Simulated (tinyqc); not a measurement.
Which current rules in forward bias: trap-assisted generation and recombination current of an abrupt junction. Computed by tinyqc, a small Python program. Command: `OMP_NUM_THREADS=1 python tinyqc.py 3015490 3015491 out.jsonl junctionleak walk`. One thread of a shared host (Intel(R) Xeon(R) Processor @ 2.30GHz), about 0.01 s of CPU time with the checks.

Depletion approximation, flat quasi-Fermi levels across the depleted layer, long neutral regions with minority lifetimes tau_n and tau_p, full ionisation and Boltzmann statistics. Voltages in exponents stand for e V.

Inputs (values chosen for the exercise, for a model semiconductor): gap E_g = 2.48 eV; electron mass m_e = 0.537 m_0; valleys M_c = 3; hole mass m_h = 0.977 m_0; dielectric constant eps = 8.91; acceptor density N_A = 2e+17 cm^-3; donor density N_D = 1e+17 cm^-3; capture time tau_n = 5.6e-05 s; capture time tau_p = 7.7e-07 s; trap level E_t - E_i = 0.069 eV; electron diffusion coefficient D_n = 19 cm^2/s; hole diffusion coefficient D_p = 7.7 cm^2/s; temperature T = 300 K.

Field enhancement: none.

Constants: k_B = 8.617333262e-05 eV/K; m_0 = 9.1093837015e-31 kg; k_B = 1.380649e-23 J/K; h = 6.62607015e-34 J s; e = 1.602176634e-19 C; eps_0 = 8.8541878128e-12 F/m.

Method:
- N_c = 2 M_c (2 pi m_e k_B T/h^2)^(3/2) and N_v = 2 (2 pi m_h k_B T/h^2)^(3/2), masses in units of m_0.
- n_i = sqrt(N_c N_v) exp(-E_g/2 k_B T); V_bi = (k_B T/e) ln(N_A N_D/n_i^2); diffusion saturation current J_d0 = e n_i^2 [sqrt(D_n/tau_n)/N_A + sqrt(D_p/tau_p)/N_D].
- W = sqrt(2 eps eps_0 (V_bi - V)(1/N_A + 1/N_D)/e), x_p = W N_D/(N_A + N_D), x_n = W - x_p, peak field F_m = 2 (V_bi - V)/W; reverse bias means V = -V_r.
- Potential from the p edge: phi = (V_bi - V) x^2/(x_p W) on the p side and (V_bi - V)[1 - (W - x)^2/(x_n W)] on the n side; p = N_A exp(-phi/k_B T), n = n_i^2 exp(V/k_B T)/p; U = (n p - n_i^2)/[tau_p (n + n_i exp(dE/k_B T)) + tau_n (p + n_i exp(-dE/k_B T))], dE = E_t - E_i, n1 = n_i exp(dE/k_B T), p1 = n_i exp(-dE/k_B T); J_t = e int U dx by the trapezoid rule on 400 intervals on each side.
- J_d = J_d0 (exp(V/k_B T) - 1). Ideality n = (e/k_B T) dV/d ln J, central difference of 1 mV. The rows stop just below the bias where n = 0.1 p or tau_p n = 0.1 tau_n p at the p edge, or the like at the n edge.

k_B T = 0.0258520 eV

n_i = 0.0395322 cm^-3

J_d0 = 8.64718e-36 A/cm^2

Forward characteristic:
```
V (V)  J_t (A/cm^2)  J_d (A/cm^2)  ideality of J_t  ideality of the sum
0.40     4.8587e-19    4.5350e-29           1.9690               1.9690
0.63     4.4738e-17    3.3144e-25           1.9648               1.9648
0.86     4.1717e-15    2.4224e-21           1.9582               1.9582
1.09     3.9625e-13    1.7704e-17           1.9486               1.9485
1.32     3.8736e-11    1.2939e-13           1.9330               1.9270
1.55     3.9867e-09    9.4565e-10           1.9030               1.6222
1.79     5.7519e-07    1.0175e-05           1.8135               1.0246
2.02     9.6679e-05    7.4367e-02           1.8162               1.0006
```

Diffusion overtakes recombination between 1.55 and 1.79 V, and the ideality of the sum goes from 1.97 to 1.00. The ideality of J_t alone lies between 1.81 and 1.97; it stays below 2 because the zone where n and p are alike widens as the field falls, and at the lowest bias the terms in n1 and p1 lower it too.

Extremes, crossings and ranges named in words are read from the listed rows.
